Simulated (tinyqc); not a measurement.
A short-path metal as competitor: size effects in the resistivity of thin metal films and interconnect lines. Computed by tinyqc, a small Python program. Command: `OMP_NUM_THREADS=1 python tinyqc.py 3031090 3031091 out.jsonl size walk`. One thread of a shared host (Intel(R) Xeon(R) Processor @ 2.30GHz), about 0.01 s of CPU time with the checks.

Electrons lose their drift at surfaces (a share 1 - p of the hits) and at grain boundaries (reflection R), besides bulk scattering. The line sits in a trench with a non-conducting liner on both walls and the bottom; the spacing equals the drawn width.

Inputs (values chosen for the exercise, modelled on nickel): bulk resistivity rho_b = 7.04 microohm cm; bulk mean free path lambda = 5.73 nm; specularity p = 0.26; grain-boundary reflection R = 0.3; grain size over metal width = 0.89; aspect ratio (height over width) = 2; liner thickness t = 0.4 nm; competitor: rho_b relative to this metal = 2.9; competitor: lambda relative to this metal = 0.36; competitor: liner relative to t = 0.

Geometry: line.

Method:
- Fuchs-Sondheimer film: rho_b/rho = 1 - (3/(2 kappa))(1 - p) int_0^1 (s - s^3)(1 - exp(-kappa/s))/(1 - p exp(-kappa/s)) ds, f = rho/rho_b, kappa = thickness/lambda, 80 Gauss-Legendre points.
- Line: the excess of a film of thickness w_m and of a film of thickness h_m are added, rho/rho_b = 1 + (f(w_m) - 1) + (f(h_m) - 1), an estimate that holds best when both sides exceed lambda.
- Mayadas-Shatzkes: alpha = (lambda/D) R/(1 - R); rho_b/rho = 1 - 3 alpha/2 + 3 alpha^2 - 3 alpha^3 ln(1 + 1/alpha).
- w_m = w - 2t, h_m = (aspect ratio) w - t, D = (ratio) w_m; rho = rho_b [1 + surface excess + grain excess].
- Effective resistivity rho (aspect ratio) w^2/(w_m h_m) for the metal with its liner, for the same metal without liner, and for a competitor with its own rho_b, lambda and liner, and for that competitor with the liner t; p, R, aspect and grain ratios are the same.

Effective resistivity (microohm cm):
```
w (nm)  this metal  without liner  competitor  competitor, liner t
200          7.307          7.269      20.656               20.760
100          7.577          7.498      20.895               21.109
50           8.132          7.957      21.373               21.823
30           8.904          8.571      22.011               22.807
20           9.923          9.343      22.809               24.094
14          11.325         10.343      23.836               25.850
10          13.360         11.681      25.212               28.384
7           16.792         13.685      27.288               32.651
5           22.178         16.335      30.072               39.357
```

The competitor does not win at any width listed. In narrow lines rho scales as rho_b lambda/w, and the product rho_b lambda of the competitor is 1.04 times this metal's. At the narrowest width the liner costs this metal a factor 1.36. With the same liner the competitor wins nowhere in the table; at the narrowest width the thinner liner lowers it from 39.4 to 30.1. Rows with w - 2t below lambda stretch the additive estimate. Metal widths below about 5 nm are outside this semiclassical model. Caution: below about 5 nm roughness, discontinuity and quantum confinement take over from this semiclassical model.
